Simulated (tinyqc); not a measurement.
Electron continuity equation in a given potential, Scharfetter-Gummel discretisation: one step of the calculation.

Steady state in one dimension: J = q mu n E + q D dn/dx with E = -dpsi/dx and D = mu Vt, dJ/dx = 0, fixed densities nL and nR at the ends. The potential is given, psi = 0 for x < L/2 and U (2 x/L - 1) beyond, and is not changed by the electrons.

Task. Densities and current. B(d_i) and B(-d_i) are the Bernoulli factors of the potential steps, b and f the diagonal and right side. Solve B(-d_(i-1)) n_(i-1) + b_i n_i + B(d_i) n_(i+1) = f_i (end values already in f), then J_i = (q D/h) [n_(i+1) B(d_i) - n_i B(-d_i)], h = L/9, D = mu Vt.

Parameters, values chosen for the exercise; mobility close to that of silicon at room temperature:
```
symbol   value        unit               meaning
T          450           K           temperature
mu        1340  cm^2/(V s)     electron mobility
L         0.11          um  length of the region
nL      1.2e13       cm^-3      density at x = 0
nR      2.2e14       cm^-3      density at x = L
```

Constants: q = 1.602176634e-19 C, kB = 1.380649e-23 J/K, Vt = kB T/q. Results are converted to the units shown.

```
interval,B(d_i),B(-d_i)
0,1,1
1,1,1
2,1,1
3,1,1
4,1.4362026,0.66256806
5,1.9656058,0.41833674
6,1.9656058,0.41833674
7,1.9656058,0.41833674
8,1.9656058,0.41833674
```

```
node,diagonal b,right side f (cm^-3)
1,-2,-1.2e13
2,-2,0
3,-2,0
4,-1.6625681,0
5,-1.8545393,0
6,-2.3839426,0
7,-2.3839426,0
8,-2.3839426,-4.3243328e14
```

Wanted: n; J.

Result.

```
node,n (cm^-3)
0,1.2000e13
1,3.5035e14
2,6.8869e14
3,1.0270e15
4,1.3654e15
5,8.6548e14
6,3.5633e14
7,2.4797e14
8,2.2491e14
9,2.2000e14
```

```
interval,J (A/cm^2)
0,2304.7
1,2304.7
2,2304.7
3,2304.7
4,2304.7
5,2304.7
6,2304.7
7,2304.7
8,2304.7
```

Range of the model: The drift velocity mu E exceeds 1e7 cm/s somewhere, where real mobilities no longer stay constant.

Computed by the program tinyqc: `OMP_NUM_THREADS=1 python tinyqc.py 2220061 2220062 out.jsonl`, one thread of a shared Intel Xeon 2.30GHz, about 0.01 s for the whole run.
